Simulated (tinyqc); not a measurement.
# Stoner model of a band magnet at zero temperature, step by step

A worked calculation. Computed by tinyqc, a small Python program that keeps every step. Command: `OMP_NUM_THREADS=1 python tinyqc.py 3020054 3020055 out.jsonl stoner walk`. One thread of a shared host (Intel(R) Xeon(R) Processor @ 2.30GHz), about 0.01 s of CPU time with the checks. Intermediate numbers are printed to about 7 digits and carried at full precision; extremes and crossings named in words are read from the listed rows.

Five orbitals per spin share one band; u = (E - E_bottom)/W runs from 0 to 1, and the states per spin, atom and energy are g = 5 d(u)/W with d = 1 - c cos(4 pi u). N(u) is the integral of d from 0. The moment m = n_up - n_down (electrons per atom) moves the fillings to n +/- m/10; the energy is E(m) = E_band(m) - I m^2/4.

Inputs (values chosen for the exercise, for a model d band): band width W = 7 eV; filling n per spin orbital = 0.49; Stoner parameter I = 2.38 eV; depth c of the valley = 0.46; field B = 1 T; start moment m0 = 0.93 mu_B; largest number of steps = 15.

Density of states: two peaks.

Constants: mu_B = 5.7883818060e-05 eV/T; k_B = 8.617333262e-05 eV/K.

## The paramagnetic state

Solve N(u_F) = n; g_F = 5 d(u_F)/W; the Stoner product is I g_F.

u_F = 0.4816203

g_F = 0.3944393 1/eV

Stoner product I g_F = 0.9387654

I g_F < 1: the paramagnet is locally stable.

## Exchange-enhanced response

The susceptibility is enhanced by 1/(1 - I g_F), and a field B induces m = 2 mu_B B g_F/(1 - I g_F).

enhancement = 16.33065

induced moment = 7.457113e-04 mu_B

## Fixed-moment scan

For a moment m the Fermi levels of the two spins lie W [u(n + m/10) - u(n - m/10)] =: Delta apart; gbar = m/Delta is the mean density of states between them. A solution has I gbar = 1, is stable where gbar falls with m, or sits at saturation m_max = 10 min(n, 1 - n) if I gbar > 1 there. E_band(m) = 5 W [e(n + m/10) + e(n - m/10) - 2 e(n)], e = integral of u d(u) up to the Fermi level.

Against the moment:
```
m (mu_B)  Delta (eV)    I gbar  E(m) - E(0) (meV)
0.245       0.600417  0.971158              1.677
0.735       1.526396  1.146033            -15.881
1.470       2.466193  1.418624           -236.739
2.205       3.215821  1.631901           -796.974
2.940       3.925665  1.782424          -1735.040
3.675       4.696805  1.862223          -3047.286
4.410       5.710174  1.838088          -4683.309
4.900       6.747989  1.728219          -5879.631
```

I gbar runs between 0.971 and 1.862; the energy falls with m where it exceeds 1 and rises where it is below. The lowest row is m = 4.90, below the paramagnet. The paramagnet is locally stable yet a magnetic state lies lower: the transition is of first order.

## Self-consistent moment

Split the bands by Delta = I m, find the common Fermi level that keeps 10 n electrons, and read m(out) = 5 [N(u + Delta/(2W)) - N(u - Delta/(2W))], N clipped to 0 and 1. Start from m0 (at most 0.9 m_max, m_max = 10 min(n, 1 - n)); stop when m changes by less than 1e-8; moments under 1e-5 count as 0.

Iteration:
```
step  m in (mu_B)  Delta (eV)  m out (mu_B)
1        0.930000     2.21340      1.248035
2        1.248035     2.97032      1.954772
3        1.954772     4.65236      3.636122
4        3.636122     8.65397      4.900000
5        4.900000    11.66200      4.900000
```

moment m = 4.9 mu_B

last change of m = 0

The moment is saturated: one spin band is full or empty (a strong ferromagnet).

## Energy, splitting and spin polarisation

Exchange splitting = I m; P = (g_up - g_down)/(g_up + g_down) at the Fermi level, with d = 0 for a full or empty band. The Stoner temperature scale is I m/(4 k_B).

E(m) - E(0) = -5879.631 meV

exchange splitting = 11.662 eV

spin polarisation P = 1

Stoner temperature scale = 33832.97 K

Majority electrons dominate at the Fermi level. Real Curie points lie far below such a temperature, since the moments disorder in direction long before they vanish.

Checks made by the program: N(u_F) against quadrature of d (relative difference below 1e-10).
